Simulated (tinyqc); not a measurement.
Inside a calculation. Model: lossy package transmission line with skin effect.

Numbers from tinyqc (`OMP_NUM_THREADS=1 python tinyqc.py 2810212 2810213 out.jsonl`; about 0.01 s on one thread of a shared Intel Xeon 2.30GHz). Printed values are rounded.

A uniform line in a homogeneous dielectric: c = sqrt(er)/(c0 Z0), l = Z0 sqrt(er)/c0 (c0 = 299792458 m/s), g = w c td, w = 2 pi f. The resistance joins its limits as r = sqrt(r_dc^2 + r_hf^2), with r_dc = rho/(wd th), r_hf = kr rho/(2 delta (wd + th)), delta = sqrt(rho/(pi f mu0)), mu0 = 4 pi 1e-7 H/m; this is an interpolation, and internal inductance, up to 0.05 nH/mm at low frequency, is neglected.

Inputs (values chosen for the exercise):
```
symbol  value     unit                                  meaning
wd         18       um                       width of the strip
th         16       um                   thickness of the strip
rho       2.2  uohm cm                              resistivity
er        3.9                             relative permittivity
td       0.01                                      loss tangent
Z0         60      ohm             lossless impedance sqrt(l/c)
kr        1.5           factor for crowding and the return path
len        23       mm                                   length
Rg        100      ohm                        source resistance
RL        1e5      ohm                          load resistance
CL        100       fF                         load capacitance
f         3.6      GHz                                frequency
```

## Line constants

delta, r_dc, r_hf, r, l, c and g as defined.

delta = 1.24417 um
r_dc = 0.0763889 ohm/mm
r_hf = 0.390054 ohm/mm
r = 0.397464 ohm/mm
l = 0.395242 nH/mm
c = 109.789 pF/m
g = 0.0248338 S/m

r is 5.20 times r_dc; the skin depth is 0.0778 of the thickness.

## Propagation constant and impedance

gamma = sqrt((r + i w l)(g + i w c)) = alpha + i beta, Zc = sqrt((r + i w l)/(g + i w c)), roots with positive real part; loss 8.685889638 alpha in dB; phase velocity w/beta.

gamma len = 0.09330+3.42757i
Zc = 60.0192-1.0333i ohm
loss = 0.0352353 dB/mm
phase velocity over c0 = 0.506295
r/(w l) = 0.0444582

r is below w l; the low-loss estimate 8.686 (r/(2 Z0) + g Z0/2) gives 0.0352 dB/mm.

## Reflection, input impedance and transfer

ZL = 1/(1/RL + i w CL); reflection (ZL - Zc)/(ZL + Zc); Zin = Zc (ZL + Zc tanh(gamma len))/(Zc + ZL tanh(gamma len)); H = V_load/V_source = [Zin/(Zin + Rg)]/[cosh(gamma len) + (Zc/ZL) sinh(gamma len)].

ZL = 1.954-442.088i ohm
reflection at the load = 0.958266-0.265056i
Zin = 30.776-127.581i ohm
H = -0.638542+0.440203i
|H| = -2.20754 dB
